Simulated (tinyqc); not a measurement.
From results back to parameters: thin-film optics by transfer matrices. Two cases, with inputs chosen for the exercise.

Problem. A bare substrate in air: with rho = tan(Psi) exp(i Delta), Delta = 180 degrees at small angles on a dielectric, conj(eps) = sin^2(theta) [1 + tan^2(theta) ((1 - rho)/(1 + rho))^2], and n + i k = sqrt(eps).

Case 1.

Values chosen (out of a larger set: indices near those of resist on Si; not measured data): lam = 248 nm (vacuum wavelength); theta_e = 70 degrees (angle of the ellipsometer).

Psi = 34.4657 degrees
Delta = 114.6687 degrees

Case 2.

Values chosen (out of a larger set: indices near those of resist, ARC on Si; not measured data): lam = 633 nm (vacuum wavelength); theta_e = 75 degrees (angle of the ellipsometer).

Psi = 1.3642 degrees
Delta = 173.4190 degrees

Find: rho; eps; n; k.

Solution. Form rho, insert it, conjugate, and take the root with k >= 0.

Case 1.

rho = -0.2865+0.6238i
eps = -9.67+10.90i
n = 1.566
k = 3.481

Case 2.

rho = -0.0237+0.0027i
eps = 15.22+0.16i
n = 3.901
k = 0.020

Computed by tinyqc, one run a case: `OMP_NUM_THREADS=1 python tinyqc.py N N+1 out.jsonl` with N = 1652288, 1652293; one thread of a shared Intel(R) Xeon(R) Processor @ 2.30GHz, about 0.01 s a run at most.
